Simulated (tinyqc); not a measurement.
Doping density: delta-doped layer in the Thomas-Fermi potential.

All donors ionised in the plane z = 0, zero temperature, energies from the Fermi level EF of the Thomas-Fermi model, which lies at the bulk band edge; c = hbar^2/2m0, q = e^2/(4 pi eps0). gv = 1 equivalent valley, m_d = sqrt(m3^3/mz) in the plane. With n = (gv/3 pi^2)(m3 (-V)/c)^(3/2) and V'' = -(4 pi q/eps) n for z > 0, the solution is V = -b/(|z| + z0)^4 with sqrt(b) = 20/K, K = (4 pi q/eps)(gv/3 pi^2)(m3/c)^(3/2), and z0^5 = 4b/(e F0), e F0 = 2 pi q N/eps; 1e13/cm^2 = 1e-3/angstrom^2. Exchange and correlation are left out.

Subbands solve -(c/m_z) psi'' + V psi = E psi on 1280 points of spacing z0/80; up to ten levels for each group, kept if bound with an rms width below 2.5 z0.

Constants: hbar^2/2m0 = 3.80998211 eV angstrom^2; e^2/(4 pi eps0) = 14.39964547 eV angstrom.

Values chosen for the exercise (near those of a delta-doped layer in GaAs; not measured data): m3 = 0.069 m0 (density-of-states mass of a valley); mz = 0.069 m0 (mass along z); eps = 13.1 (dielectric constant); Nl = (0.013, 0.026, 0.052, 0.091, 0.16, 0.26, 0.42) x 1e13/cm^2 (sheet densities).

The well, the lowest level and the filling anew; at zero temperature n_i = g m_d (mu - E_i)/(2 pi c), with mu fixed by sum n_i = N.

Results:
```
N (1e13/cm^2)  z0 (angstrom)  depth (eV)  lowest (eV)  next - lowest (eV)  occupied  share of lowest (%)
0.013                  424.5      0.0095      -0.0041              0.0036         2                 90.4
0.026                  369.6      0.0166      -0.0077              0.0064         3                 85.0
0.091                  287.6      0.0452      -0.0237              0.0175         3                 75.0
0.16                   256.9      0.0710      -0.0391              0.0272         4                 70.2
0.26                   233.2      0.1047      -0.0598              0.0394         4                 66.2
0.42                   211.8      0.1536      -0.0910              0.0568         5                 62.3
```

Give the missing row, N (1e13/cm^2) = 0.052.

Computed row:
```
N (1e13/cm^2)  z0 (angstrom)  depth (eV)  lowest (eV)  next - lowest (eV)  occupied  share of lowest (%)
0.052                  321.7      0.0289      -0.0144              0.0113         3                 79.4
```

The depth grows as N^(4/5) and z0 shrinks as N^(-1/5): factors 16.1 and 2.00 for 32 times the doping. The lowest level deepens faster, with exponent 0.89, since the zero-point energy takes a smaller share of a deeper well (57 % falling to 41 %). The number of occupied subbands is 2 in the first row and 5 in the last. Up to N = 0.026 the donor spacing exceeds 1.5 Bohr radii (one radius, a0 eps/m with the density-of-states mass, is 100 angstrom), where a uniform sheet is a crude picture of discrete donors (beyond about three radii electrons stay on single donors).

tinyqc: `OMP_NUM_THREADS=1 python tinyqc.py 1282363 1282364 out.jsonl`; about 0.1 s, one thread, shared Intel(R) Xeon(R) Processor @ 2.30GHz.
